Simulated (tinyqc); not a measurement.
Capacitance measurement on a leaky thin oxide: effects of series resistance and leakage: readings against frequency.

The device is a capacitance C in parallel with a leakage conductance G, in series with Rs and Ls. An impedance meter reports either a parallel pair (Cp, Gp) from Y = 1/Z = Gp + i w Cp or a series pair (Cs, Rm) from Z = Rm + 1/(i w Cs); w = 2 pi f, dissipation D = Gp/(w |Cp|).

EOT = 3.9 tox/eox; CET = EOT + zc + zp; C = 3.9 eps0 A/CET; G = Jg A/Vs. Z = Rs + i w Ls + 1/(G + i w C); CET read from Cp = 3.9 eps0 A/Cp; errors under 0.001 % are printed as 0.

Values chosen for this exercise; values of the order met in thin-oxide MOS capacitors: relative permittivity of the gate insulator (close to silicon nitride) eox = 7.38; insulator thickness tox = 4.7 nm; gate area A = 100 um^2; oxide-equivalent thickness added by the accumulation layer zc = 0.6 nm; oxide-equivalent thickness added by gate depletion zp = 0 nm; gate leakage current density, not matched to the thickness Jg = 0.00018 A/cm^2; voltage for an e-fold rise of the leakage Vs = 0.2 V; series resistance Rs = 41 ohm; series inductance Ls = 0 nH.

Constants: eps0 = 8.8541878128e-14 F/cm where lengths are in cm. Results are converted to the units shown.

The same in every row: C (pF) = 1.120.

Results:
```
f (Hz)  Cp (pF)  Cs (pF)         D  error of Cp (%)  error of Cs (%)  CET read from Cp (nm)
1000      1.120    1.138    0.1279                0             1.64                  3.084
3000      1.120    1.122   0.04264                0            0.182                  3.084
10000     1.120    1.120   0.01279                0           0.0164                  3.084
30000     1.120    1.120  0.004273                0          1.82e-3                  3.084
3e5       1.120    1.120  5.129e-4                0                0                  3.084
1e6       1.120    1.120  4.164e-4                0                0                  3.084
3e6       1.120    1.120  9.080e-4                0                0                  3.084
1e7       1.120    1.120  0.002897                0                0                  3.084
3e7       1.120    1.120  0.008658         -7.50e-3                0                  3.084
```

Estimate the missing row, f = 1e5 Hz.

Computed row:
```
f (Hz)  Cp (pF)  Cs (pF)         D  error of Cp (%)  error of Cs (%)  CET read from Cp (nm)
1e5       1.120    1.120  0.001308                0                0                  3.084
```

With this row back in the table: D goes from 0.128 through a minimum of 4.16e-4 (at f = 1e6 Hz among the rows listed) to 0.00866; without inductance its minimum lies at f = sqrt(G (1 + G Rs)/Rs)/(2 pi C) = 6.66e5 Hz. The error of Cp goes from 0 to -0.00750 % and that of Cs from 1.64 to 0 %; at low frequency Cp tends to C/(1 + G Rs)^2 and Cs grows as 1 + (G/(w C))^2. One of the two readings is within 2 % of C for f = 1000, 3000, 10000, 30000, 1e5, 3e5, 1e6, 3e6, 1e7, 3e7 Hz.

tinyqc, about 0.01 s, one thread, Intel Xeon 2.30GHz (shared host): `OMP_NUM_THREADS=1 python tinyqc.py 2022103 2022104 out.jsonl`
